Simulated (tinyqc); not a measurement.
# Six-transistor SRAM cell, nodal equations and margins: what changes with what

Two cross-coupled inverters (pull-down bn, pull-up bp) hold the nodes Q and QB; access transistors (ba, threshold VTn, gate on the word line at Vdd when selected) join them to the bit lines. Transistor (EKV form, voltages against the body): I = 2 n b Vt^2 [F(vp - Vs) - F(vp - Vd)] from drain to source, F(v) = ln^2(1 + exp(v/(2 Vt))), vp = (Vg - VT + sg |Vd - Vs|)/n. n-channel bodies are at 0; for the p-channel device all voltages are counted down from Vdd. b in uA/V^2 gives I in uA. For an access transistor the bit line is the drain and the node the source. In a read both bit lines are at Vdd. The cell is symmetric (no mismatch).

Inputs (values chosen for the exercise): temperature T = 300 K; supply voltage Vdd = 0.7 V; slope factor n = 1.34; drain-induced barrier lowering sg = 0.117; n-channel threshold VTn = 0.44 V; p-channel threshold (magnitude) VTp = 0.27 V; gain factor of the pull-down transistor bn = 190 uA/V^2; gain factor of the access transistor ba = 190 uA/V^2; gain factor of the pull-up transistor bp = 58 uA/V^2.

Constants: q = 1.602176634e-19 C, kB = 1.380649e-23 J/K, Vt = kB T/q. Results are converted to the units shown.

Each table varies one quantity; the others keep the values above.

## Effect of the gain factor of the access transistor

f(x) is the node voltage of one half-cell for input x: In = Ip in hold, In = Ip + Ia in a read. Static noise margin: side of the largest square between the curve (x, f(x)) and its mirror image (f(y), y); with h(c) the root x of f(x) - x = c, it is the maximum over c > 0 of h(c) - h(-c) + c. Q is the low node in a read and Iread the current of its access transistor. The write trip is the voltage to which the bit line of the high node must fall (the other staying at Vdd) for that state to vanish; higher is easier, and a negative value means that a grounded bit line does not write.

The same in every row: hold margin (mV) = 249.9.

Results:
```
ba (uA/V^2)  read margin (mV)  Q in a read (mV)  Iread (uA)  write trip (mV)
48                      198.2             34.31       1.537           -28.61
66                      191.0             43.88       1.920            16.87
130                     175.3             69.69       2.852            90.51
180                     167.6             84.21       3.312            117.5
250                     160.0             99.69       3.754            140.9
```

Estimate the missing row, ba = 92 uA/V^2.

Computed row:
```
ba (uA/V^2)  read margin (mV)  Q in a read (mV)  Iread (uA)  write trip (mV)
92                      183.3             55.66       2.363            56.37
```

With this row back in the table: As ba goes from 48 to 250 uA/V^2, the read margin falls from 198 to 160 mV, the write trip rises from -28.6 to 141 mV and Iread rises from 1.54 to 3.75 uA. The read margin is 0.79 of the hold margin in the first row and 0.64 in the last. Read stability and write ability pull in opposite directions. At ba = 48 uA/V^2 the write trip is negative: the cell cannot be written without assist.

## Effect of the gain factor of the pull-down transistor

Same model as above.

Effect of the gain factor of the pull-down transistor:
```
bn (uA/V^2)  hold margin (mV)  read margin (mV)  Q in a read (mV)  Iread (uA)  write trip (mV)
120                     242.6             163.2             108.6       2.516            128.8
160                     247.3             165.1             94.79       3.048            124.4
210                     251.3             167.2             82.09       3.590            120.0
270                     254.6             169.3             70.90       4.110            115.8
360                     257.9             172.1             59.00       4.706            110.9
480                     260.6             175.2             48.30       5.280            105.8
```

What does the table show?

As bn goes from 120 to 480 uA/V^2, the read margin rises from 163 to 175 mV, the write trip falls from 129 to 106 mV and Iread rises from 2.52 to 5.28 uA. The read margin is 0.67 of the hold margin in the first row and 0.67 in the last. Read stability and write ability pull in opposite directions.

Program tinyqc, `OMP_NUM_THREADS=1 python tinyqc.py 2340136 2340137 out.jsonl`; Intel Xeon 2.30GHz, shared host, one thread, about 0.2 s.
